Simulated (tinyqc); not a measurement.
Nudged elastic band on a two-dimensional model surface. Changing the spring constant k_s. Computed by tinyqc, a small Python program. Command: `OMP_NUM_THREADS=1 python tinyqc.py 3023989 3023990 out.jsonl neb sweep`. One thread of a shared host (Intel(R) Xeon(R) Processor @ 2.30GHz), about 0.3 s of CPU time with the checks.

V(x, y) = -A (cos kx + cos ky) - B cos kx cos ky + (C sin ky + S sin kx)(1 - cos kx), k = 2 pi/a; the atom hops from the minimum at (0, 0) to that at (a, 0).

Inputs (values chosen for the exercise, for a model surface):
```
quantity           value           unit
amplitude A          0.4             eV
amplitude B         0.14             eV
skew C             0.089             eV
asymmetry S       -0.051             eV
period a             3.1       angstrom
movable images n       7              -
step factor eta     0.26  angstrom^2/eV
iteration cap        600              -
```

Surface: adatom on a square lattice. Climbing image: on.

Method:
- Newton steps x(new) = x - H^-1 grad V (moves limited to 0.3 angstrom) from (0, 0), (a, 0) and (a/2, 0) give the two minima and the saddle.
- Tangent at image i: towards the higher neighbour if the energies rise or fall through i; at a maximum or minimum, tau = t+ dmax + t- dmin if V(i+1) > V(i-1), else t+ dmin + t- dmax, with t+ = R(i+1) - R(i), t- = R(i) - R(i-1) and dmax, dmin the larger and smaller of |V(i+1) - V(i)| and |V(i-1) - V(i)|; then normalise. Force F = -grad V + (grad V.tau) tau + k_s (|t+| - |t-|) tau.
- With a climbing image, the highest image feels instead F = -grad V + 2 (grad V.tau) tau and no spring.
- Update R(new) = R + eta F; the end points stay fixed.
- Start on the straight line; stop when the largest force is below 1e-4 or above 1e6 eV/angstrom.

One run for each value:
```
spring constant k_s (eV/angstrom^2)  iterations  energy of the highest image (eV)
0.08                                        288                            1.0357
0.13                                        203                            1.0357
0.20                                        146                            1.0357
0.31                                        104                            1.0357
0.49                                         72                            1.0357
0.77                                         50                            1.0357
1.20                                         35                            1.0357
1.90                                         25                            1.0357
```

Describe and explain the trends.

Over the rows, iterations falls from 288 to 25.0 (exponent d ln y / d ln x between -0.81 and -0.72). Nudging removes the spring force across the path, so the converged energy does not depend on k_s; the springs only set how fast the images space out.

Extremes, crossings and ranges named in words are read from the listed rows.
